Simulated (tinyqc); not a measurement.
## Absorption coefficient and reflectance from two thicknesses

Question. With transparent contact layers the responsivity is (1 - Rf)(1 - exp(-al wi)) q lam/(h c). The second absorber is twice as thick as the first. Find al and Rf.

Inputs (values chosen for the exercise): wavelength lam = 1550 nm.

Constants: q = 1.602176634e-19 C, h = 6.62607015e-34 J s, c = 299792458 m/s. Results are converted to the units shown.

responsivity for wi = 2.2 and 4.4 um (A/W): [0.33005547, 0.56838654]

Answer. The ratio of the responsivities is 1 + exp(-al w1), which gives al; either value then gives 1 - Rf.

al = 1480 1/cm
Rf = 0.05000

Program tinyqc, `OMP_NUM_THREADS=1 python tinyqc.py 2250019 2250020 out.jsonl`; Intel Xeon 2.30GHz, shared host, one thread, about 0.01 s.
